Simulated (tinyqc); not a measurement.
## Well width for a wanted wavelength

Question. The layer is x parts of the first compound and 1 - x of the second, grown coherently on the second as substrate and barrier. Rows of the table: lattice constant a, average valence level Ea on an absolute scale, spin-orbit splitting so, gaps at Gamma, X and L, hydrostatic deformation potentials av and ac (Gamma), shear potential b, elastic constants, electron and heavy-hole (along z) masses. All are interpolated linearly in x; gaps get -C x (1 - x), taken wholly in the conduction band; real line-ups can differ from this model by 0.1 eV or more. In-plane strain e = (a_substrate - a)/a, e_z = -2 (c12/c11) e, volume change 2 e + e_z. With v = 2 e + e_z and d = 2 b (e_z - e): Eav = Ea + av v; E_hh = Eav + so/3 - d/2; E_lh = Eav - so/6 + d/4 + sqrt(so^2 + so d + 9 d^2/4)/2; E_c = Ea + so/3 + EG + ac v (Gamma). Substrate: E_v = Ea + so/3, E_c = E_v + EG. Well depths: dEc = E_c(substrate) - E_c, dEhh = E_hh - E_v(substrate), dElh likewise; strained Gamma gap E_c - max(E_hh, E_lh); positive values confine carriers in the layer. Lowest level of a finite well of width Lw and depth V: kw Lw/2 = arctan(sqrt((mw/mb)(V - E)/E)), kw = sqrt(mw E/C), C = hbar^2/(2 m0), for electrons (dEc) and heavy holes (dEhh), mb from the substrate; transition E_c - E_hh + both levels, without exciton binding; wavelength h c/E. Find Lw and the two levels.

Parameters, values chosen for the exercise: fraction of the first compound in the layer x = 0.15; bowing of the Gamma gap CG = 0.477 eV; bowing of the X gap CX = 1.4 eV; bowing of the L gap CL = 0.33 eV.

Constants: q = 1.602176634e-19 C, hbar = 1.054571817e-34 J s, h = 6.62607015e-34 J s, m0 = 9.1093837015e-31 kg, c = 299792458 m/s, hbar^2/(2 m0) = 0.0380998212 eV nm^2. Results are converted to the units shown.

Binary compounds, values chosen for the exercise:

|  | close to InAs | close to GaAs |
|---|---|---|
| a (angstrom) | 6.058 | 5.653 |
| Ea (eV) | -6.67 | -6.92 |
| so (eV) | 0.382 | 0.344 |
| EG (eV) | 0.349 | 1.44 |
| EX (eV) | 1.38 | 1.88 |
| EL (eV) | 1.07 | 1.7 |
| av (eV) | 0.996 | 1.14 |
| ac (eV) | -5.01 | -7.12 |
| b (eV) | -1.82 | -1.7 |
| c11 (GPa) | 83.6 | 118 |
| c12 (GPa) | 45.6 | 53.2 |
| me (m0) | 0.0228 | 0.0677 |
| mh (m0) | 0.326 | 0.353 |

wavelength = 954.83652 nm

Solution. Both levels fall steadily as the well widens, so the wavelength rises steadily and one width matches.

Lw = 11.5 nm
electron level = 22.0 meV
heavy-hole level = 5.33 meV

Program tinyqc, `OMP_NUM_THREADS=1 python tinyqc.py 2690093 2690094 out.jsonl`; Intel Xeon 2.30GHz, shared host, one thread, about 0.01 s.
